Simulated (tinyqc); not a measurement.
# AlGaN/GaN HEMT with access regions, lumped model: several studies

A polarisation-induced electron sheet under a Schottky gate, in series with two ungated access regions and contacts. Drift law v = mu E/(1 + mu E/vs) under the gate. Currents in mA/mm, resistances in ohm mm. No self-heating, no channel-length modulation; fits for polarisation, barrier and offset are chosen for the exercise.

Parameters, values chosen for the exercise; values close to those of AlGaN/GaN structures:
- x = 0.33 (aluminium share of the barrier)
- d = 12 nm (barrier thickness)
- eps_r = 9.2 (relative permittivity of barrier and channel)
- mu = 1300 cm^2/(V s) (channel mobility)
- vs = 1.1e7 cm/s (saturation velocity)
- Lg = 1 um (gate length)
- Ls = 0.5 um (source access length)
- Ld = 16 um (drain access length)
- Rc = 0.44 ohm mm (resistance of each contact)
- ft = 0 (share of the drain-access electrons removed by traps)
- Vg = 1 V (gate voltage)
- Ec = 3.2 MV/cm (critical field)
- te = 0.28 um (depth over which the depleted charge spreads)
- tf = 200 nm (insulator under the field plate)
- ei = 3.9 (relative permittivity of that insulator)

Constants: q = 1.602176634e-19 C, eps0 = 8.8541878128e-14 F/cm where lengths are in cm. Results are converted to the units shown.

Each table varies one quantity; the others keep the values above.

## Field plate: effect of the aluminium share of the barrier

sigma = (5e13 x + 1.6e13 x^2) cm^-2, phiB = 0.84 + 1.3 x, dEc = 0.7 (1.71 x + x^2) in volts, Cb = eps0 eps_r/d, VT = phiB - dEc - q sigma/Cb, access density n0 = -Cb VT/q. Off state: a depleted stretch that holds the voltage V has the peak field sqrt(k V), k = 2 q n0/(eps0 eps_r te), so one edge holds V1 = Ec^2/k. The sheet under the plate pinches off at Vf = q n0 (1/Cb + tf/(eps0 ei)); beyond it the gate edge is screened. BV = V1 if Vf >= V1, else Vf + V1, and at most Ec Ld.

The same in every row: Ec Ld (V) = 5120.0.

Result of one run:
```
x    Vf (V)  V1 (V)  BV (V)
0.3  123.86  55.994  55.994
```

What becomes of these results when the aluminium share of the barrier x is changed from 0.3 to 0.14, all else the same?

Result of the changed run:
```
x     Vf (V)  V1 (V)  BV (V)
0.14  35.699  194.28  229.98
```

The whole series:
```
x     Vf (V)  V1 (V)  BV (V)
0.14  35.699  194.28  229.98
0.18  56.874  121.95  178.82
0.22  78.627  88.210  166.84
0.26  100.96  68.699  68.699
0.3   123.86  55.994  55.994
0.34  147.35  47.070  47.070
0.38  171.41  40.462  40.462
```

BV falls from 230 to 40.5 V. The plate helps (Vf < V1) in 3 of the 7 rows, and the access length caps BV in 0. More sheet charge lowers Ron but steepens the field, so V1 falls.

## Output curve without and with trapping

Access resistance R(L, n) = L/(q mu n sqrt(1 - (I/(q n vs))^2)); Rs = Rc + R(Ls, n0), Rd = Rc + R(Ld, (1 - ft) n0). Vg' = Vg - I Rs, Vd' = Vd - I (Rs + Rd); with u = Vg' - VT, Vc = vs Lg/mu and w the smaller of Vd' and Vc [sqrt(1 + 2 u/Vc) - 1] (0 if negative), the channel gives (mu Cb/Lg)(u w - w^2/2)/(1 + w/Vc). I equals that channel current. The two columns take ft = 0 and ft = 0.3; collapse = 1 - (second)/(first).

Output curve without and with trapping:
```
Vd (V)  I, ft = 0 (mA/mm)  I, ft = 0.3 (mA/mm)  collapse (%)
0.25                38.66                28.80         25.51
0.5                 77.24                57.56         25.49
1                   154.1                114.9         25.45
2                   305.8                228.2         25.39
3                   453.8                338.8         25.34
4                   596.7                445.8         25.30
6                   862.8                645.4         25.19
8                    1096                822.5         24.96
12                   1388                 1105         20.43
```

Without trapping the current rises from 38.7 to 1390 mA/mm and first comes within 2 % of its last value at Vd = 12 V among the rows; with trapping that knee lies at 12 V. The collapse is 26 % in the first row, at most 26 % and 20 % in the last. For Vd = 6 to 12 V the power passes 5 W/mm, where self-heating, left out here, lowers the current.

## Effect of the source access length

Same model as above.

Isat is I at Vd = 10 V, gm = dIsat/dVg, Ron the limit of Vd/I at small Vd.

The same in every row: VT (V) = -3.508; n0 (cm^-2) = 1.486e13.

Effect of the source access length:
```
Ls (um)  Ron (ohm mm)  Isat (mA/mm)  gm (mS/mm)
0.1             6.332          1319       66.00
0.3             6.397          1304       73.22
0.6             6.494          1280       86.35
1               6.623          1248       109.9
1.5             6.785          1204       156.0
2.5             7.108          1098       279.6
4               7.592         958.0       240.9
```

What does the table show?

As Ls goes from 0.1 to 4 um, Ron rises from 6.33 to 7.59 ohm mm, Isat falls from 1320 to 958 mA/mm and gm goes from 66.0 through a maximum of 280 (at Ls = 2.5 um among the rows listed) to 241 mS/mm. The ceiling Cb vs is 747 mS/mm. In every row the power passes 5 W/mm, where self-heating, left out here, lowers the current. For Ls = 0.1 to 1.5 um the gated channel is not yet saturated at 10 V, because the access regions take the voltage, and gm drops.

Program tinyqc, `OMP_NUM_THREADS=1 python tinyqc.py 2570047 2570048 out.jsonl`; Intel Xeon 2.30GHz, shared host, one thread, about 0.02 s.
